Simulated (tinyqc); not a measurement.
## Electron continuity equation in a given potential, Scharfetter-Gummel discretisation: three discretisations compared

Steady state in one dimension: J = q mu n E + q D dn/dx with E = -dpsi/dx and D = mu Vt, dJ/dx = 0, fixed densities nL and nR at the ends. The potential is given, psi = U x/L - Ub exp(-((x/L - xb)/sb)^2), and is not changed by the electrons.

9 equal intervals. Fluxes J_i = (q D/h)(n_(i+1) P_i - n_i Q_i), d_i = (psi_(i+1) - psi_i)/Vt: Scharfetter-Gummel P = B(d), Q = B(-d), B(d) = d/(exp(d) - 1); central P = 1 - d/2, Q = 1 + d/2; upwind P = 1 + max(-d, 0), Q = 1 + max(d, 0). Balance at each inner node: J_i - J_(i-1) = 0. The reference is Scharfetter-Gummel on 1800 intervals.

Values chosen for this exercise; mobility close to that of silicon at room temperature:

| symbol | value | unit | meaning |
|---|---|---|---|
| T | 293 | K | temperature |
| mu | 1360 | cm^2/(V s) | electron mobility |
| L | 6.7 | um | length of the region |
| nL | 1.9e14 | cm^-3 | density at x = 0 |
| nR | 0 | cm^-3 | density at x = L |
| U | 0.071 | V | potential difference psi(L) - psi(0) |
| Ub | 0.26 | V | depth of the dip in psi (a barrier for electrons) |
| xb | 0.65 |  | position of the barrier over L |
| sb | 0.1 |  | width of the barrier over L |

Constants: q = 1.602176634e-19 C, kB = 1.380649e-23 J/K, Vt = kB T/q. Results are converted to the units shown.

Densities (cm^-3):
```
node  Scharfetter-Gummel    central    upwind  reference
0               1.900e14   1.900e14  1.900e14   1.900e14
1               2.595e14   1.677e14  2.191e14   2.596e14
2               3.544e14   1.372e14  2.574e14   3.547e14
3               4.840e14   9.537e13  3.074e14   4.845e14
4               5.691e14   2.717e13  3.271e14   5.698e14
5               1.324e13  -3.544e13  6.241e13   1.329e13
6               2.194e10  -4.393e12  4.964e12   1.193e10
7               8.713e10   3.192e13  1.601e13   2.613e10
8               1.541e11   6.660e13  2.245e13   6.400e10
9                      0          0         0          0
```

What does the comparison show, and why?

Largest errors as a share of the largest reference density listed: Scharfetter-Gummel 0.13 %, central 95 %, upwind 43 %. The largest |d| is 8.32. Central differences give 2 negative value(s), since P or Q changes sign once |d| exceeds 2. Upwinding stays positive but acts as if D were larger by the factor 1 + |d|/2, up to 5.16 here.

Program tinyqc, `OMP_NUM_THREADS=1 python tinyqc.py 2220048 2220049 out.jsonl`; Intel Xeon 2.30GHz, shared host, one thread, about 0.01 s.
